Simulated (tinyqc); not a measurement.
Heavy doping: band filling, gap narrowing, band tails and the effective intrinsic density: one step, computed by the program tinyqc. Command: `OMP_NUM_THREADS=1 python tinyqc.py 3023239 3023240 out.jsonl gapnarrow walk`. One thread of a shared host (Intel(R) Xeon(R) Processor @ 2.30GHz), about 0.02 s of CPU time with the checks.

An n-type crystal above its Mott density, with all dopants ionised: n = N_D - N_A, ionised centres N_I = N_D + N_A. Valleys are taken as spherical with mass m_e.

Problem. Scales. n = N_D (1 - ratio); Ry* = Ry m_e/eps^2, a* = a_0 eps/m_e; r_s = (3/(4 pi n))^(1/3)/a*; k_F = (3 pi^2 n/M_c)^(1/3); Mott density (0.26/a*)^3.

Inputs (values chosen for the exercise, for a model semiconductor):
```
quantity                      value   unit
electron mass m_e            0.0525    m_0
valleys M_c                       1      -
dielectric constant eps        15.8      -
donor density N_D           2.9e+18  cm^-3
compensation ratio N_A/N_D        0      -
```

Conduction band: non-parabolic (Kane).

Constants: a_0 = 0.529177210903 angstrom; Ry = 13.605693123 eV.

Give: n; Ry*; a*; r_s; k_F; Mott density.

Solution.

n = 2.90e+18 cm^-3

Ry* = 2.8613 meV

a* = 159.26 angstrom

r_s = 0.27315

k_F = 0.044117 1/angstrom

Mott density = 4.3513e+15 cm^-3
